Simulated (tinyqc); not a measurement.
Inside a calculation: defect-molecule model of a vacancy with Jahn-Teller distortion. Values are carried at full precision from step to step, so a last printed digit may differ when a step is redone from the rounded ones.

Four dangling hybrids a, b, c, d point into the vacancy: H_ii = E0, and -gm between any two. A tetragonal distortion Q pairs a with b and c with d: those two couplings become -gm - I Q and the other four -gm + I Q/2, at an elastic cost k Q^2/2. The a1 level holds two electrons; charge states 2+, + and 0 put n = 0, 1, 2 more into the lowest level of t2 origin. Energy from the 2+ state at Q = 0, with the Fermi level mu counted from Ev: W_n(Q) = n (et - 2 I Q) + k Q^2/2 + Uc n (n - 1)/2 - n mu. et = E0 + gm is the undistorted t2 level.

Inputs chosen for the exercise (of the size used for the vacancy in silicon; the results hold for these values, not for the real material): E0 = 0.13 eV (level of a dangling hybrid, from Ev); gm = 0.29 eV (coupling between two dangling hybrids); I = 1.15 eV/angstrom (Jahn-Teller coupling); k = 13.4 eV/angstrom^2 (force constant of the mode); Uc = 0.32 eV (repulsion of two electrons in one orbital); Q = 0.18 angstrom (a trial distortion).

## The molecule at a trial distortion

Fill in H at Q.

H (eV), rows a, b, c, d and columns alike:
```
[[0.1300, -0.4970, -0.1865, -0.1865],
 [-0.4970, 0.1300, -0.1865, -0.1865],
 [-0.1865, -0.1865, 0.1300, -0.4970],
 [-0.1865, -0.1865, -0.4970, 0.1300]]
```

## One-electron levels

Diagonalise. By symmetry: a + b + c + d at E0 - 3 gm, a + b - c - d at E0 + gm - 2 I Q, and the pair a - b, c - d at E0 + gm + I Q.

levels (eV): [-0.7400, 0.0060, 0.6270, 0.6270]

The t2 triplet has split by 3 I Q = 0.6210 eV, and its centre has stayed.

## Relaxed charge states

Minimise W_n over Q: Q_n = 2 n I/k, gain n^2 E_JT with E_JT = 2 I^2/k. W_n at mu = 0 is n et - n^2 E_JT + Uc n (n - 1)/2.

E_JT = 0.1974 eV

States:
```
n  charge  Q_n (angstrom)  gain (eV)  W_n (eV)
0      2+          0.0000     0.0000    0.0000
1       +          0.1716     0.1974    0.2226
2       0          0.3433     0.7896    0.3704
```

## Transition levels and the effective U

From the energies W_n of the relaxed states with n = 0, 1, 2 electrons: E(2+/+) = W1 - W0, E(+/0) = W2 - W1, U_eff = E(+/0) - E(2+/+), E(2+/0) = (W2 - W0)/2.

levels above Ev (eV): (2+/+) 0.2226, (+/0) 0.1478, (2+/0) 0.1852

U_eff = -0.0748 eV

U_eff < 0: the second electron is bound more strongly than the first, the + state is never the lowest, and the charge changes by two at 0.1852 eV.

## Vertical against thermal levels

At fixed Q the level for adding the first electron is et - 2 I Q. Capture into 2+ at Q0 = 0 costs et; removal from + at Q1 = 2 I/k takes place at et - 2 E_JT, E_JT = 2 I^2/k; the thermal level lies between, and the Franck-Condon shift is E_JT on each side. et = E0 + gm.

levels (eV): vertical at Q0 0.4200, thermal 0.2226, vertical at Q1 0.0252

Stokes shift = 0.3948 eV

## Checks

- W2 from the formula against a numerical minimum over Q with the level from H(Q): both 0.37045.

Program tinyqc; command `OMP_NUM_THREADS=1 python tinyqc.py 1480669 1480670 out.jsonl`; about 0.01 s on one thread of a shared Intel(R) Xeon(R) Processor @ 2.30GHz.
